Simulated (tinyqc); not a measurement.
Inside a calculation. Method: plane-wave Kohn-Sham cycle with exchange-only LDA in a layered model solid. Computed by tinyqc, a small Python program that keeps every step. Settings: points = 16, plane-wave index or count = 3, electrons = 4, k points = 3, area = 34.0, mixing = 0.5, iteration cap = 51, Pulay depth = 3. Command: `OMP_NUM_THREADS=1 python tinyqc.py 31222 31223 out.jsonl` (the two numbers bound the seeds that draw the settings). One thread of a shared host (Intel(R) Xeon(R) Processor @ 2.60GHz), about 0.01 s of CPU time with the checks. Later iterations appear only in the table of the cycle.

## Iteration 1: potential

A solid whose potential varies along x alone (atomic units):
```
parameter                      value
period a                   16.700000
cross-section of the cell  34.000000
electrons per cell                 4
grid points                       16
plane waves -n..n, n               3
k points                           3
V1 in V1 cos(2 pi x/a)     -0.570000
```

density at the start, on the grid x_j = j a/N (e/bohr^3): 0.0070447  0.0070447  0.0070447  0.0070447  0.0070447  0.0070447  0.0070447  0.0070447  0.0070447  0.0070447  0.0070447  0.0070447  0.0070447  0.0070447  0.0070447  0.0070447

V_H(G) = 4 pi rho(G)/G^2 for G != 0 (uniform background); v_x = -(3 rho/pi)^(1/3); V = V_ext + V_H + v_x; Fourier components f(G_m) = (1/N) sum_j f(x_j) exp(-i G_m x_j).

Potentials on the grid (hartree):
```
x            V_ext      V_H       v_x         V
0.00000   -0.57000  0.00000  -0.18878  -0.75878
1.04375   -0.52661  0.00000  -0.18878  -0.71539
2.08750   -0.40305  0.00000  -0.18878  -0.59183
3.13125   -0.21813  0.00000  -0.18878  -0.40690
4.17500          0  0.00000  -0.18878  -0.18878
5.21875    0.21813  0.00000  -0.18878   0.02935
6.26250    0.40305  0.00000  -0.18878   0.21428
7.30625    0.52661  0.00000  -0.18878   0.33784
8.35000    0.57000  0.00000  -0.18878   0.38122
9.39375    0.52661  0.00000  -0.18878   0.33784
10.43750   0.40305  0.00000  -0.18878   0.21428
11.48125   0.21813  0.00000  -0.18878   0.02935
12.52500         0  0.00000  -0.18878  -0.18878
13.56875  -0.21813  0.00000  -0.18878  -0.40690
14.61250  -0.40305  0.00000  -0.18878  -0.59183
15.65625  -0.52661  0.00000  -0.18878  -0.71539
```

V(G_m), m = 0, 1, 2, ... (hartree): -0.18878  -0.28500  0.00000  0.00000  0.00000  0.00000  0.00000

## Iteration 1: Hamiltonian at one k

k = 0.00000 2 pi / a

H(m,m') = (k + G_m)^2/2 delta + V(G_m - G_m'), with V(-G) = V(G).

H (hartree):
```
          -3        -2        -1        +0        +1        +2        +3
-3   0.44822  -0.28500   0.00000   0.00000   0.00000   0.00000   0.00000
-2  -0.28500   0.09434  -0.28500   0.00000   0.00000   0.00000   0.00000
-1   0.00000  -0.28500  -0.11800  -0.28500   0.00000   0.00000   0.00000
+0   0.00000   0.00000  -0.28500  -0.18878  -0.28500   0.00000   0.00000
+1   0.00000   0.00000   0.00000  -0.28500  -0.11800  -0.28500   0.00000
+2   0.00000   0.00000   0.00000   0.00000  -0.28500   0.09434  -0.28500
+3   0.00000   0.00000   0.00000   0.00000   0.00000  -0.28500   0.44822
```

## Iteration 1: levels at that k

Diagonalise the Hermitian matrix.

eigenvalues (hartree): -0.62094  -0.35287  -0.09925  0.14184  0.30949  0.63560  0.64650

## Iteration 1: new density

Motion across x is left out: the lowest 2 band(s) hold two electrons at each of the k points (j + 1/2)/nk - 1/2. Residual R = rho(out) - rho(in); rho(new) = rho(in) + 0.5 R. rho(out) = 2/(a A nk) sum |psi|^2 with psi = sum c exp(i G x). Harris energy E = band energy - dV sum rho (V_H/2 + v_x) + (3/4) dV sum rho v_x with rho(in), dV = a A/N, band energy = (2/nk) sum of the filled levels.

rho(out) (e/bohr^3): 0.0166859  0.0187942  0.0175701  0.0091215  0.0022324  0.0002431  0.0000314  0.0000201  0.0000041  0.0000201  0.0000314  0.0002431  0.0022324  0.0091215  0.0175701  0.0187942

density after iteration 1 (e/bohr^3): 0.0118653  0.0129195  0.0123074  0.0080831  0.0046386  0.0036439  0.0035381  0.0035324  0.0035244  0.0035324  0.0035381  0.0036439  0.0046386  0.0080831  0.0123074  0.0129195

energy per cell = -1.7567171 hartree

## Iteration 2: potential

As before.

Potentials on the grid (hartree):
```
x            V_ext       V_H       v_x         V
0.00000   -0.57000   0.48318  -0.22460  -0.31142
1.04375   -0.52661   0.44865  -0.23107  -0.30903
2.08750   -0.40305   0.33577  -0.22736  -0.29464
3.13125   -0.21813   0.15548  -0.19763  -0.26028
4.17500          0  -0.04019  -0.16423  -0.20442
5.21875    0.21813  -0.20593  -0.15154  -0.13933
6.26250    0.40305  -0.32603  -0.15005  -0.07303
7.30625    0.52661  -0.39821  -0.14997  -0.02157
8.35000    0.57000  -0.42229  -0.14986  -0.00215
9.39375    0.52661  -0.39821  -0.14997  -0.02157
10.43750   0.40305  -0.32603  -0.15005  -0.07303
11.48125   0.21813  -0.20593  -0.15154  -0.13933
12.52500         0  -0.04019  -0.16423  -0.20442
13.56875  -0.21813   0.15548  -0.19763  -0.26028
14.61250  -0.40305   0.33577  -0.22736  -0.29464
15.65625  -0.52661   0.44865  -0.23107  -0.30903
```

V(G_m), m = 0, 1, 2, ... (hartree): -0.18238  -0.07790  0.01205  0.00047  0.00081  0.00004  -0.00015

## Iteration 2: Hamiltonian at one k

k = 0.00000 2 pi / a

As before.

H (hartree):
```
          -3        -2        -1        +0        +1        +2        +3
-3   0.45461  -0.07790   0.01205   0.00047   0.00081   0.00004  -0.00015
-2  -0.07790   0.10073  -0.07790   0.01205   0.00047   0.00081   0.00004
-1   0.01205  -0.07790  -0.11161  -0.07790   0.01205   0.00047   0.00081
+0   0.00047   0.01205  -0.07790  -0.18238  -0.07790   0.01205   0.00047
+1   0.00081   0.00047   0.01205  -0.07790  -0.11161  -0.07790   0.01205
+2   0.00004   0.00081   0.00047   0.01205  -0.07790   0.10073  -0.07790
+3  -0.00015   0.00004   0.00081   0.00047   0.01205  -0.07790   0.45461
```

## Iteration 2: levels at that k

As before.

eigenvalues (hartree): -0.26132  -0.14868  -0.05753  0.10730  0.12045  0.47239  0.47246

## Iteration 2: new density

B (overlaps of the stored error matrices):
```
               1              2
1  9.8472333e-04  7.7877671e-05
2  7.7877671e-05  8.7775177e-05
```

Motion across x is left out: the lowest 2 band(s) hold two electrons at each of the k points (j + 1/2)/nk - 1/2. Residual R = rho(out) - rho(in); rho(new) = rho(in) + 0.5 R; Pulay mixing then takes sum c_i of the stored mixed densities, with c from B_ij = sum R_i R_j as in DIIS. rho(out) = 2/(a A nk) sum |psi|^2 with psi = sum c exp(i G x). Harris energy E = band energy - dV sum rho (V_H/2 + v_x) + (3/4) dV sum rho v_x with rho(in), dV = a A/N, band energy = (2/nk) sum of the filled levels.

rho(out) (e/bohr^3): 0.0109373  0.0121447  0.0134864  0.0118062  0.0076342  0.0037018  0.0014348  0.0005262  0.0003098  0.0005262  0.0014348  0.0037018  0.0076342  0.0118062  0.0134864  0.0121447

DIIS coefficients: 0.01080  0.98920

density after iteration 2 (e/bohr^3): 0.0114063  0.0125363  0.0128905  0.0099246  0.0061202  0.0036726  0.0024978  0.0020455  0.0019345  0.0020455  0.0024978  0.0036726  0.0061202  0.0099246  0.0128905  0.0125363

energy per cell = -0.9717064 hartree

## Convergence

Stop when sqrt(dV sum R^2) is below 1e-8, dV = a A/N.

Course of the cycle:
```
iteration  E (hartree)  norm of the residual
1           -1.7567171              1.87e-01
2           -0.9717064              5.58e-02
3           -0.9538881              3.31e-02
4           -0.9603689              3.08e-02
5           -0.9493977              3.34e-03
6           -0.9494016              1.89e-03
7           -0.9493987              2.99e-04
8           -0.9493984              1.39e-04
9           -0.9493984              5.59e-05
10          -0.9493984              7.63e-06
11          -0.9493984              2.94e-06
12          -0.9493984              3.43e-07
13          -0.9493984              2.21e-07
14          -0.9493984              6.75e-08
15          -0.9493984              1.38e-08
16          -0.9493984              4.87e-09
```

Converged in 16 iterations. Before convergence this energy mixes input and output and is not variational, so it may rise towards its limit.
